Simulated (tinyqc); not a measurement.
Kinetic Monte Carlo and master equation for a particle on a ring of sites with traps and bias. Inputs raised by 10 %, one at a time. Computed by tinyqc, a small Python program. Command: `OMP_NUM_THREADS=1 python tinyqc.py 3014444 3014445 out.jsonl kmc sens`. One thread of a shared host (Intel(R) Xeon(R) Processor @ 2.30GHz), about 0.01 s of CPU time with the checks.

6 sites on a ring, numbered 1 to 6. The saddle between i and i+1 lies at E0 + s b_i and site i at s eps_i; a force F tilts the landscape, with the saddle half-way.

Inputs (values chosen for the exercise, for a model defect):
```
quantity                        value         unit
reference barrier E0              0.4           eV
scale factor s of the disorder      1            -
attempt frequency nu               11          THz
temperature T                     270            K
site spacing a                    3.7     angstrom
force F along the ring          0.015  eV/angstrom
```

Disorder: both.

site energies eps_i (eV): -0.067  -0.06  0  0  -0.017  -0.024

saddle shifts b_i between sites i and i+1 (eV): -0.024  0.0049  -0.0035  -0.021  0.02  -0.031

Constants: k_B = 8.617333262e-05 eV/K.

Method:
- Rates: k(i to i+1) = nu exp(-(E0 + s b_i - s eps_i - F a/2)/(k_B T)), k(i to i-1) = nu exp(-(E0 + s b_(i-1) - s eps_i + F a/2)/(k_B T)).
- Share right = k right/(k right + k left); mean stay = 1/(k right + k left).
- Master equation dP/dt = W P, W_(i+1,i) = k right, W_(i-1,i) = k left, columns summing to zero. The steady state is its null vector; drift v = a sum P_i (k right - k left). D = a^2 lambda''(0)/2, where lambda(q) is the leading eigenvalue of W with right hops weighted by exp(q) and left hops by exp(-q).
- The slowest relaxation rate is minus the real part of the next eigenvalue of W. 1 angstrom = 1e-8 cm.
- At zero force D0 = a^2 nu exp(-E0/(k_B T)) / [<exp(-s eps/(k_B T))> <exp(s b/(k_B T))>], with means over the ring; Einstein relation v = D0 F/(k_B T); 1 angstrom = 1e-8 cm.

Runs; columns: (1) input moved; (2) from; (3) to; (4) drift velocity v (cm/s); (5) zero-force diffusivity D0 (cm^2/s); (6) slowest relaxation rate (1/s); (7) D0 over the value without disorder:
```
(1)                                     (2)     (3)       (4)         (5)         (6)      (7)
base run                                  -       -  0.008268  8.9219e-11  2.5812e+05  0.17338
reference barrier E0 (eV)               0.4    0.44  0.001482  1.5989e-11  4.6258e+04  0.17338
scale factor s of the disorder            1     1.1  0.006601  6.8632e-11  2.1745e+05  0.13337
attempt frequency nu (THz)               11    12.1  0.009095  9.8140e-11  2.8393e+05  0.17338
temperature T (K)                       270     297  0.041934  5.3480e-10  1.2876e+06  0.21776
site spacing a (angstrom)               3.7    4.07  0.010513  1.0795e-10  2.9031e+05  0.17338
force F along the ring (eV/angstrom)  0.015  0.0165  0.009557  8.9219e-11  2.9031e+05  0.17338
```

Exponents ln(y'/y) / ln(x'/x):
```
input                           drift velocity v  zero-force diffusivity D0  slowest relaxation rate  D0 over the value without disorder
reference barrier E0                     -18.038                    -18.038                  -18.038                               0.000
scale factor s of the disorder            -2.362                     -2.752                   -1.799                              -2.752
attempt frequency nu                       1.000                      1.000                    1.000                               0.000
temperature T                             17.036                     18.789                   16.862                               2.391
site spacing a                             2.521                      2.000                    1.233                               0.000
force F along the ring                     1.521                      0.000                    1.233                               0.000
```

Among the inputs moved here: drift velocity v answers most in size to reference barrier E0 (exponent -18.038), next to temperature T (+17.036). Zero-force diffusivity D0 answers most in size to temperature T (exponent +18.789), next to reference barrier E0 (-18.038); its exponent is below 0.0005 for force F along the ring. Its exponent +2.000 in site spacing a: D scales with the square of the jump. Slowest relaxation rate answers most in size to reference barrier E0 (exponent -18.038), next to temperature T (+16.862). D0 over the value without disorder answers most in size to scale factor s of the disorder (exponent -2.752), next to temperature T (+2.391); its exponent is below 0.0005 for reference barrier E0, attempt frequency nu, site spacing a, force F along the ring. Its exponent 0.000 in reference barrier E0: a common shift of all barriers cancels in the ratio.

Extremes, crossings and ranges named in words are read from the listed rows.
